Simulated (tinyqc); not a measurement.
Grain growth, pinning, strength and diffusional creep of a polycrystal or thin film: one step, computed by the program tinyqc. Command: `OMP_NUM_THREADS=1 python tinyqc.py 3002405 3002406 out.jsonl grain walk`. One thread of a shared host (Intel(R) Xeon(R) Processor @ 2.30GHz), about 0.01 s of CPU time with the checks.

One mean grain size d describes the structure.

Question. Grain size after the anneal. dd/dt = 2 M gamma (1/d - 1/d_lim) integrates to 2 M gamma t = d_lim (d0 - d) + d_lim^2 ln[(d_lim - d0)/(d_lim - d)]; without pinning d^2 = d0^2 + 4 M gamma t.

Inputs (values chosen for the exercise, modelled on aluminium):
```
quantity,value,unit
boundary energy gamma,0.3,J/m^2
anneal temperature T,515,K
anneal time t,66,s
initial grain size d0,150,nm
```

mobility M = 5.305473e-16 m^4/(J s)

limit d_lim = 676.3285 nm

Give: size without pinning; grain size d.

Answer.

size without pinning = 254.01 nm

grain size d = 229.14 nm

Pinning holds d to 90 % of the free value.
